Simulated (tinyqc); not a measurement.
## Composition from the perpendicular lattice constant

Question. The layer is x parts of the first compound and 1 - x of the second, grown coherently on the second as substrate and barrier. Rows of the table: lattice constant a, average valence level Ea on an absolute scale, spin-orbit splitting so, gaps at Gamma, X and L, hydrostatic deformation potentials av and ac (Gamma), shear potential b, elastic constants, electron and heavy-hole (along z) masses. All are interpolated linearly in x; gaps get -C x (1 - x), taken wholly in the conduction band; real line-ups can differ from this model by 0.1 eV or more. In-plane strain e = (a_substrate - a)/a, e_z = -2 (c12/c11) e, volume change 2 e + e_z. X-ray diffraction gives a_z = a (1 + e_z) of the coherent layer. Find x, e and the relaxed Gamma gap.

Inputs (values chosen for the exercise): bowing of the Gamma gap CG = 0.477 eV; bowing of the X gap CX = 1.4 eV; bowing of the L gap CL = 0.33 eV.

Binary compounds, values chosen for the exercise:

|  | close to InAs | close to GaAs |
|---|---|---|
| a (angstrom) | 6.058 | 5.653 |
| Ea (eV) | -6.67 | -6.92 |
| so (eV) | 0.384 | 0.344 |
| EG (eV) | 0.358 | 1.41 |
| EX (eV) | 1.35 | 1.9 |
| EL (eV) | 1.08 | 1.72 |
| av (eV) | 1 | 1.15 |
| ac (eV) | -5.12 | -7.26 |
| b (eV) | -1.82 | -1.72 |
| c11 (GPa) | 83.1 | 118 |
| c12 (GPa) | 45.5 | 53.2 |
| me (m0) | 0.0233 | 0.0673 |
| mh (m0) | 0.328 | 0.345 |

lattice constant along the growth direction = 5.80144498 angstrom

Answer. a_z changes steadily with x, about (1 + 2 c12/c11) times as fast as the relaxed lattice constant, so one composition matches.

x = 0.190
e = -1.34 %
relaxed Gamma gap = 1.14 eV

Computed by the program tinyqc: `OMP_NUM_THREADS=1 python tinyqc.py 2690084 2690085 out.jsonl`, one thread of a shared Intel Xeon 2.30GHz, about 0.01 s for the whole run.
